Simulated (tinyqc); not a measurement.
Central-cell correction: shallow acceptor in the spherical four-band model.

The ground state 1S3/2 has an L = 0 part f(r) and an L = 2 part g(r). In units of Ry* and a*, with Gaussians f_i = exp(-a_i r^2), g_i = r^2 exp(-a_i r^2), A = a_i + a_j and I(n) = Gamma((n + 1)/2)/(2 A^((n + 1)/2)): S_ff = I(2), S_gg = I(6), H_ff = (6 a_i a_j/A) I(2) - 2 I(1), H_gg = (14 a_i a_j/A) I(6) - 2 I(5), H_fg = -mu [15 I(2) - 20 a_j I(4) + 4 a_j^2 I(6)]; each function is then normalised. The split-off band is left out.

Converged values use 22 exponents 2.2^i, i = -7 to 14, for f and for g.

Inputs chosen for the exercise (out of a larger set: near those of a shallow acceptor in Si, where the small spin-orbit splitting and strong warping make this model rough; not measured data): rc = 2.1 angstrom (radius of the central cell); Vs = (3, 1, 0, -1, -2, -3, -4) eV (central-cell strengths).

mu = 0.47070
Ry* = 21.9730 meV
a* = 27.306 angstrom

A short-range term V exp(-r^2/rc^2) is added (negative: attracts the hole); its elements are V S (A/(A + 1/rc^2))^(3/2) for f and ^(7/2) for g, in the same units.

Results:
```
V (eV),1S binding (meV),2S binding (meV),<r> (angstrom),L = 2 weight
3.0,24.9,7.18,37.3,0.094
1.0,26.4,7.38,35.2,0.096
0.0,27.6,7.53,33.8,0.097
-1.0,29.2,7.73,31.9,0.098
-2.0,31.8,8.02,29.4,0.101
-4.0,44.1,9.16,21.7,0.107
```

Give the missing row, V (eV) = -3.0.

Computed row:
```
V (eV)  1S binding (meV)  2S binding (meV)  <r> (angstrom)  L = 2 weight
-3.0                36.1              8.47            26.0         0.103
```

From V = 0 to -4 eV the 1S binding grows by 16.5 meV (60 %) and the 2S binding by 1.63 meV, so the chemical shift sits mainly in the ground state. A repulsion of 3 eV removes 2.6 meV. The slope is 7.96 meV per eV over the last step against 0.88 on the repulsive side, since attraction pulls the state into the cell: the route from a shallow to a deep level.

Computed by tinyqc, a small Python program: `OMP_NUM_THREADS=1 python tinyqc.py 1251568 1251569 out.jsonl` (the numbers bound the seed that draws the inputs); one thread of a shared host (Intel(R) Xeon(R) Processor @ 2.30GHz), about 0.08 s for the whole set of steps.
